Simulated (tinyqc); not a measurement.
# p-n heterojunction, non-linear Poisson equation by Newton steps, Boltzmann statistics: effect of the conduction-band offset Ec2 - Ec1

One dimension, material 1 (p-type) at x < 0 and material 2 (n-type) at x > 0. Band edges: Ec = -psi in material 1 and -psi + dEc in material 2, Ev = Ec - Eg. Flat quasi-Fermi levels: 0 for holes, +V for electrons. n = Nc F((EFn - Ec)/Vt), p = Nv F((Ev - EFp)/Vt), with F(eta) = exp(eta) (Boltzmann statistics); full ionisation, no interface charge, classical densities; the doping types are chosen for the exercise.

Exact first integral: on each side D^2/(2 eps0 er) = G, G = q [Vt (nI_j - nI_b) + Vt (pI_j - pI_b) - C (psi_j - psi_b)], with C = -N1 or +N2, b the neutral end of that side, and nI, pI the densities themselves. D is continuous, so er1 G1(psi_j) = er2 G2(psi_j) fixes psi_j. Ends from Nv1 F((-psi_L - Eg1)/Vt) = N1 and Nc2 F((V + psi_R - dEc)/Vt) = N2. D is counted positive when psi rises towards material 2. Depletion (Anderson) capacitance C^2 = q eps0 er1 er2 N1 N2/(2 (er1 N1 + er2 N2)(psi_R - psi_L)). -dD/dV is the change of the displacement at the interface with both quasi-Fermi levels flat; it is the terminal capacitance only while neither side holds an inversion layer. n_j and p_j are densities at the interface.

Parameters, values chosen for the exercise; band and dielectric values close to those of InGaP and GaAs:

| symbol | value | unit | meaning |
|---|---|---|---|
| T | 300 | K | temperature |
| Eg1 | 1.93 | eV | band gap of material 1 |
| er1 | 11.7 |  | relative permittivity of material 1 |
| Nc1 | 8.96e17 | cm^-3 | conduction-band density of states of material 1 |
| Nv1 | 1.49e19 | cm^-3 | valence-band density of states of material 1 |
| Eg2 | 1.45 | eV | band gap of material 2 |
| er2 | 13.1 |  | relative permittivity of material 2 |
| Nc2 | 4.39e17 | cm^-3 | conduction-band density of states of material 2 |
| Nv2 | 9.12e18 | cm^-3 | valence-band density of states of material 2 |
| N1 | 1.4e18 | cm^-3 | acceptor density of material 1 |
| N2 | 5.5e16 | cm^-3 | donor density of material 2 |
| V | 0.64 | V | bias of side 1 against side 2 |

Constants: q = 1.602176634e-19 C, kB = 1.380649e-23 J/K, Vt = kB T/q, eps0 = 8.8541878128e-14 F/cm where lengths are in cm. Results are converted to the units shown.

Effect of the conduction-band offset Ec2 - Ec1:
columns A: dEc (eV); B: psi_R - psi_L (V); C: psi_j - psi_L (V); D: psi_R - psi_j (V); E: D/q (cm^-2); F: n_j in 1 (cm^-3); G: p_j in 2 (cm^-3); H: -dD/dV (nF/cm^2); I: depletion C (nF/cm^2)
```
A           B        C       D         E        F         G       H      I
-0.41  0.7652  0.07078  0.6944  9.185e11  0.03143  8.315e17   39.51  79.98
-0.33  0.8452   0.1179  0.7273  1.293e12   0.1942  2.971e18   14.32  76.11
-0.26  0.9152   0.1718  0.7434  1.626e12    1.564  5.533e18   7.168  73.14
-0.18  0.9952   0.2398  0.7554  1.968e12    21.71  8.796e18   4.012  70.14
-0.11   1.065   0.3022  0.7630  2.237e12    242.8  1.180e19   2.721  67.79
-0.03   1.145   0.3754  0.7697  2.516e12     4126  1.533e19   1.906  65.38
0.04    1.215   0.4406  0.7745  2.740e12  5.134e4  1.847e19   1.472  63.47
0.12    1.295   0.5160  0.7792  2.979e12  9.470e5  2.210e19   1.144  61.48
0.19    1.365   0.5825  0.7827  3.174e12  1.240e7  2.531e19  0.9440  59.88
```

What does the comparison show?

As dEc goes from -0.41 to 0.19, the total bending rises from 0.765 to 1.37 V and the sheet charge D/q rises from 9.18e11 to 3.17e12 cm^-2; the share of the bending in material 1 rises from 9.25 to 42.7 %. The alignment is staggered for dEc = 0.04, 0.12, 0.19 eV. The capacitance departs most from the depletion formula at dEc = 0.19, where it is 98 % below it, and there the holes at the interface in material 2 outnumber its donors: an inversion layer has formed, which screens D from the bias. For dEc = -0.33, -0.26, -0.18, -0.11, -0.03, 0.04, 0.12, 0.19 a density at the interface exceeds 0.3 of the band density of states, which Boltzmann statistics overestimate.

Program tinyqc, `OMP_NUM_THREADS=1 python tinyqc.py 2040051 2040052 out.jsonl`; Intel Xeon 2.30GHz, shared host, one thread, about 0.03 s.
